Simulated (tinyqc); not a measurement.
# Inductance and parasitic capacitance from two readings

Inverse problem. A loss-free coil L in parallel with C shows the apparent inductance L/(1 - w^2 L C), w = 2 pi f. Find L, C and the self-resonance 1/(2 pi sqrt(L C)).

apparent inductance at 11 and 20 GHz (nH): 1.4593219  2.9086598

Solution. The inverse of the reading is 1/L - w^2 C, a straight line in w^2.

L = 1.200 nH
C = 31.00 fF
self-resonance = 26.09 GHz

Numbers from tinyqc (`OMP_NUM_THREADS=1 python tinyqc.py 2302244 2302245 out.jsonl`; about 0.01 s on one thread of a shared Intel Xeon 2.30GHz).
